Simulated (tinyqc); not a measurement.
# Formation energy of a charged point defect from supercell energies, step by step

A worked calculation. Computed by tinyqc, a small Python program that keeps every step. Command: `OMP_NUM_THREADS=1 python tinyqc.py 3017447 3017448 out.jsonl formation walk`. One thread of a shared host (Intel(R) Xeon(R) Processor @ 2.30GHz), about 0.01 s of CPU time with the checks. Intermediate numbers are printed to about 6 digits and carried at full precision; extremes and crossings named in words are read from the listed rows.

The host is a compound AB. Making the defect adds n_A = 0, n_B = -1, n_X = 1 atoms to the cell. All total energies are inputs. E_F is counted from the valence-band maximum (VBM); x = 0 is A-rich and x = 1 B-rich growth.

Inputs (values chosen for the exercise, with gap and screening modelled on AlN):
```
quantity                       value      unit
gap E_g                         5.99        eV
E_VBM of the host cell         3.704        eV
potential alignment dV        -0.048        eV
dielectric constant eps         8.67         -
cell length L                   9.44  angstrom
mu_B of the pure element      -6.405        eV
formation enthalpy dH of AB    -1.72        eV
growth condition x              0.86         -
Fermi level E_F                 4.52        eV
temperature T                    800         K
site density N_s             1.5e+22     cm^-3
mu_X of the pure element      -2.137        eV
formation enthalpy of AX        -1.9        eV
```

Defect: impurity X on a B site. Supercell lattice: fcc.

charge states q: 2  1  0

E(defect, q) - E(host), in the order of q (eV): -4.402  1.329  7.698

Constants: e^2/(4 pi eps_0) = 14.39964548 eV angstrom; k_B = 8.617333262e-05 eV/K.

## Chemical potentials

dmu_A = x dH and dmu_B = (1 - x) dH, so that dmu_A + dmu_B = dH; mu = mu(element) + dmu. The impurity is held at its solubility limit: dmu_X = min(0, dH(AX) - dmu_A). The reservoir term is sum n_i mu_i.

dmu_A = -1.4792 eV

dmu_B = -0.2408 eV

dmu_X = -0.4208 eV

sum n_i mu_i = 4.088 eV

The competing phase caps mu_X.

## Image-charge corrections

Image-charge correction of a point charge in a neutralising background: E_corr = q^2 alpha e^2/(4 pi eps_0) / (2 eps L), alpha = 2.888282 for a fcc array with L the cube root of the volume.

E_corr (eV): (q=+2) 1.01632, (q=+1) 0.25408, (q=0) 0.00000

## Formation energies at E_F = 0

E_f(q, E_F) = [E(defect, q) - E(host)] - sum n_i mu_i + q (E_VBM + dV + E_F) + E_corr(q).

E_f(q, 0) (eV): (q=+2) -0.16168, (q=+1) 1.15108, (q=0) 3.61000

Caution: E_f at E_F = 0 is negative for at least one charge state, so in equilibrium E_F cannot reach the valence-band maximum.

## Transition levels and the lower envelope

eps(q/q') = [E_f(q', 0) - E_f(q, 0)]/(q - q'). U of state q is eps(q/q-1) - eps(q+1/q). The stable state at each E_F is the lowest line E_f(q, 0) + q E_F.

One-electron levels above the VBM (eV):
```
level     energy  U of the state between this level and the next
(+2/+1)  1.31276                                         1.14616
(+1/0)   2.45892                                               -
```

Stable states:
```
q   from E_F (eV)  to E_F (eV)
+2        0.00000      1.31276
+1        1.31276      2.45892
0         2.45892      5.99000
```

Stable in the gap, from the VBM up: +2, +1, 0.

## The first and the last level

eps(q/q-1) = E_f(q - 1, 0) - E_f(q, 0).

level (+2/+1) = 1.31276 eV

level (+1/0) = 2.45892 eV

## Concentrations at the given E_F and T

E_f(q, E_F) = E_f(q, 0) + q E_F. c_q = N_s exp(-E_f(q, E_F)/k_B T), with all degeneracy factors one and no vibrational entropy.

Charge states:
```
q   E_f (eV)  c_q (cm^-3)        share
+2   8.87832  1.75849e-34  6.47213e-34
+1   5.67108  2.81748e-14  1.03697e-13
0    3.61000  2.71702e-01  1.00000e+00
```

lowest formation energy = 3.61 eV

total concentration = 0.271702 cm^-3

mean charge = 1.03697e-13 e

State 0 holds 100.0 % of the defects.

## Fermi level and growth conditions

Each entry is the lowest E_f over q.

Lowest formation energy (eV):
```
E_F (eV)  stable q  A-rich, x = 0   x = 0.5  B-rich, x = 1
0.000           +2       -0.16168  -0.16168       -0.16168
0.749           +2        1.33632   1.33632        1.33632
1.498           +1        2.64908   2.64908        2.64908
2.246           +1        3.39708   3.39708        3.39708
2.995            0        3.61000   3.61000        3.61000
3.744            0        3.61000   3.61000        3.61000
4.492            0        3.61000   3.61000        3.61000
5.241            0        3.61000   3.61000        3.61000
5.990            0        3.61000   3.61000        3.61000
```

The lines end where they began between A-rich and B-rich growth, because the cap on mu_X moves with the host potential. The slope of the envelope is the stable charge, so E_f is highest in the rows from E_F = 3.00 to 5.99 eV, where the neutral state is stable: the defect forms most easily in p-type material. Under A-rich growth E_f turns negative for part of the gap, so in equilibrium E_F cannot enter that part. Under B-rich growth E_f turns negative for part of the gap, so in equilibrium E_F cannot enter that part.

## What the corrections do to the levels

Levels eps(q/q-1) with the terms q dV and E_corr left out or kept.

Levels above the VBM (eV):
```
level      raw  with alignment  with image charge  with both
(+2/+1)  2.027           2.075            1.26476    1.31276
(+1/0)   2.665           2.713            2.41092    2.45892
```

Alignment moves every level by -dV = +0.048 eV. The image term moves eps(q/q-1) by (1 - 2q) E_corr(1): (+2/+1) by -0.762, (+1/0) by -0.254 eV, donor levels down and acceptor levels up. It adds 2 E_corr(1) = 0.508 eV to every U.

Checks made by the program: envelope against a direct minimum on a grid (relative difference below 1e-10).
